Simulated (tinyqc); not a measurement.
Thickness, silicon consumed, volume change, sheet resistance: thermodynamics of metal silicides: hull, first phase, silicon consumed, nucleation and stability against SiO2. Computed by tinyqc, a small Python program. Command: `OMP_NUM_THREADS=1 python tinyqc.py 3001055 3001056 out.jsonl silphase walk`. One thread of a shared host (Intel(R) Xeon(R) Processor @ 2.30GHz), about 0.01 s of CPU time with the checks.

Entropies of formation of the solids are neglected, so heats stand for free energies. Si fractions: M5Si3 0.3750, MSi 0.5000, MSi2 0.6667.

Inputs (values chosen for the exercise, of the order of those of tungsten silicides for heats and volumes only): molar volume of M = 9.55 cm^3/mol; molar volume of Si = 12.06 cm^3/mol; metal thickness t = 31 nm.

Phases: M5Si3, MSi, MSi2.

volumes of the three phases per mole of M (cm^3/mol): 13.3  17.1  24

resistivities of the three phases (microohm cm): 39  31  14

Method. Per phase M_a Si_b, for ample silicon (not limited to t_Si): silicide thickness = t V/V_M; silicon consumed = t (b/a) V_Si/V_M; net volume change = V/(V_M + (b/a) V_Si) - 1; the top surface lies (silicide thickness - silicon consumed) above the old interface; sheet resistance = resistivity/thickness.

Films:

| phase | thickness (nm) | Si consumed (nm) | volume change (%) | top above old interface (nm) | sheet resistance (ohm) |
|---|---|---|---|---|---|
| M5Si3 | 43.173 | 23.489 | -20.767 | 19.684 | 9.0335 |
| MSi | 55.508 | 39.148 | -20.870 | 16.360 | 5.5848 |
| MSi2 | 77.906 | 78.295 | -28.720 | -0.390 | 1.7970 |

silicon consumed by MSi = 39.148 nm

sheet resistance of MSi = 5.5848 ohm

What follows from these numbers?

For a given sheet resistance the silicon consumed goes as resistivity x (b/a)/V: M5Si3 1.76, MSi 1.81, MSi2 1.17. It is least for MSi2, which matters on shallow junctions and thin silicon. All three reactions shrink the total volume.

Extremes, crossings and ranges named in words are read from the listed rows.
